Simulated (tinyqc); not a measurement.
Empirical pseudopotential in a few plane waves, step by step. One step of it, computed by the program tinyqc.

Problem. Bloch Hamiltonian at G. Basis: the 15 shortest G (labels in 2 pi/a), the same at every k. H(G,G') = c |k + G|^2 delta + VS(|G-G'|^2) cos((G-G').tau) + i VA sin((G-G').tau), tau = a/8 (1,1,1); 1 Ry = 13.605693 eV.

Parameters chosen for this model: fcc lattice, atoms at +/- a/8 (1,1,1); form factors in rydberg at |G|^2 in units of (2 pi/a)^2:
```
parameter                 value      unit
a                      6.320000  angstrom
VS(3)                 -0.231000        Ry
VS(8)                  0.042000        Ry
VS(11)                 0.038000        Ry
VA(3)                  0.114000        Ry
VA(4)                  0.076000        Ry
VA(11)                 0.012000        Ry
hbar^2/2m (2 pi/a)^2   3.765724        eV
```

k point G (2 pi / a): 0  0  0

Give: H(k) at G.

Solution.

H(k) at G (eV), lower triangle (Hermitian):
```
                 +0+0+0           -1-1-1           -1-1+1           -1+1-1
+0+0+0           0.0000
-1-1-1   2.2224-1.0968i          11.2972
-1-1+1  -2.2224-1.0968i   0.0000+1.0340i          11.2972
-1+1-1  -2.2224-1.0968i   0.0000+1.0340i           0.5714          11.2972
-1+1+1  -2.2224+1.0968i          -0.5714   0.0000+1.0340i   0.0000+1.0340i
+1-1-1  -2.2224-1.0968i   0.0000+1.0340i           0.5714           0.5714
+1-1+1  -2.2224+1.0968i          -0.5714   0.0000+1.0340i           0.0000
+1+1-1  -2.2224+1.0968i          -0.5714           0.0000   0.0000+1.0340i
+1+1+1   2.2224+1.0968i           0.0000          -0.5714          -0.5714
-2+0+0   0.0000-1.0340i  -2.2224+1.0968i  -2.2224-1.0968i  -2.2224-1.0968i
+0-2+0   0.0000-1.0340i  -2.2224+1.0968i  -2.2224-1.0968i   0.3656-0.1154i
+0+0-2   0.0000-1.0340i  -2.2224+1.0968i   0.3656-0.1154i  -2.2224-1.0968i
+0+0+2   0.0000+1.0340i  -0.3656-0.1154i   2.2224+1.0968i  -0.3656+0.1154i
+0+2+0   0.0000+1.0340i  -0.3656-0.1154i  -0.3656+0.1154i   2.2224+1.0968i
+2+0+0   0.0000+1.0340i  -0.3656-0.1154i  -0.3656+0.1154i  -0.3656+0.1154i

                 -1+1+1           +1-1-1           +1-1+1           +1+1-1
-1+1+1          11.2972
+1-1-1           0.0000          11.2972
+1-1+1           0.5714   0.0000+1.0340i          11.2972
+1+1-1           0.5714   0.0000+1.0340i           0.5714          11.2972
+1+1+1   0.0000+1.0340i          -0.5714   0.0000+1.0340i   0.0000+1.0340i
-2+0+0   2.2224-1.0968i   0.3656-0.1154i  -0.3656-0.1154i  -0.3656-0.1154i
+0-2+0  -0.3656-0.1154i  -2.2224-1.0968i   2.2224-1.0968i  -0.3656-0.1154i
+0+0-2  -0.3656-0.1154i  -2.2224-1.0968i  -0.3656-0.1154i   2.2224-1.0968i
+0+0+2  -2.2224+1.0968i  -0.3656+0.1154i  -2.2224+1.0968i   0.3656+0.1154i
+0+2+0  -2.2224+1.0968i  -0.3656+0.1154i   0.3656+0.1154i  -2.2224+1.0968i
+2+0+0   0.3656+0.1154i   2.2224+1.0968i  -2.2224+1.0968i  -2.2224+1.0968i

                 +1+1+1   -2+0+0   +0-2+0   +0+0-2
+1+1+1          11.2972
-2+0+0  -0.3656+0.1154i  15.0629
+0-2+0  -0.3656+0.1154i   0.5714  15.0629
+0+0-2  -0.3656+0.1154i   0.5714   0.5714  15.0629
+0+0+2  -2.2224-1.0968i  -0.5714  -0.5714   0.0000
+0+2+0  -2.2224-1.0968i  -0.5714   0.0000  -0.5714
+2+0+0  -2.2224-1.0968i   0.0000  -0.5714  -0.5714

         +0+0+2   +0+2+0   +2+0+0
+0+0+2  15.0629
+0+2+0   0.5714  15.0629
+2+0+0   0.5714   0.5714  15.0629
```
